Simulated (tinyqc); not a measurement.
Trap in a gate oxide as a short-range spherical well, step by step. Values are carried at full precision from step to step, so a last printed digit may differ when a step is redone from the rounded ones.

A spherical well of radius R and depth V0 below the conduction edge, one mass m, c = hbar^2/2m0. The s level at binding Et solves k cot(k R) = -kappa with k = sqrt(m (V0 - Et)/c), kappa = sqrt(m Et/c); it exists for V0 > Vc = c (pi/2R)^2/m. Outside, psi falls as exp(-kappa r)/r.

Constants: hbar^2/2m0 = 3.80998211 eV angstrom^2; fine-structure constant alpha = 0.007297352564; hc = 1239.841984 eV nm; kB = 8.617333262e-05 eV/K.

Parameters, chosen for this exercise (near those of Al2O3 on GaAs; not measured data): R = 3.1 angstrom (radius of the well); V0 = 6.95 eV (depth of the well); m = 0.289 m0 (mass); n_r = 1.71 (refractive index); dEc = 1.97 eV (conduction offset to the channel); Fox = 2.6 MV/cm (oxide field, lowering levels away from the channel); t0 = 3.9 x 1e-11 s (time constant at the interface); T = 300 K (temperature); EF = 0.1 eV (Fermi level above the channel edge); x = 14 angstrom (depth of the trap).

## The bound level

Solve for Et; the share outside is [sin^2(kR)/(2 kappa)]/[sin^2(kR)/(2 kappa) + R/2 - sin(2kR)/(4k)].

Et = 1.3313 eV
k = 0.6528 1/angstrom
kappa = 0.3178 1/angstrom
share outside = 0.407
Vc = 3.385 eV

The well is 2.05 times the critical depth. Since dEt/dV0 equals the share inside, 0.59, a 1 % change of V0 moves Et by 3.1 %. The decay length is 3.1 angstrom, 1.0 times R.

## Peak of the photo-ionisation cross-section

Lucovsky model (delta well, plane-wave final states, no local-field factor): sigma = (32 pi alpha c/(3 n_r m Et)) (x - 1)^(3/2)/x^3, x = h nu/Et, c = hbar^2/2m0; 1 angstrom^2 = 1e-16 cm^2.

The maximum lies at x = 2. Give the photon energy, its wavelength and sigma there.

h nu = 2.663 eV
wavelength = 466 nm
sigma = 17.7 x 1e-18 cm^2

With 41 % of the state outside the well the delta-well form is only a rough model of this centre.

## Level, tunnelling time and occupation

Energies from the conduction edge of the channel. The trap level at depth x is E_T = dEc - Et - e Fox x (1 MV/cm = 0.01 eV/angstrom). An electron at the channel edge tunnels with the WKB exponent S = (4/3) sqrt(m/c) [dEc^(3/2) - (dEc - e Fox x)^(3/2)]/(e Fox), c = hbar^2/2m0; tau = t0 exp(S); the occupation is f = 1/(1 + exp((E_T - EF)/kB T)), tau_c = tau/f and tau_e = tau/(1 - f). Lattice relaxation is left out; a level below the channel edge needs phonons as well, so tau is then a lower bound, while a level above it can also empty elastically at its own energy, through a thinner barrier, faster than this tau.

Give E_T, S, tau and ln(tau_c/tau_e) = (E_T - EF)/kB T.

E_T = 0.275 eV
S = 10.307
tau = 1.17e-06 s
ln(tau_c/tau_e) = 6.8

The level lies 7 kB T above EF, so the trap is mostly empty. A flat barrier would give S = 2 sqrt(m dEc/c) x = 10.82.

## Checks

- Et from the radial equation on a grid against the matching condition, eV: both 1.33.

(tinyqc, `OMP_NUM_THREADS=1 python tinyqc.py 1250172 1250173 out.jsonl`, Intel(R) Xeon(R) Processor @ 2.30GHz, 1 thread, shared host, about 0.01 s.)
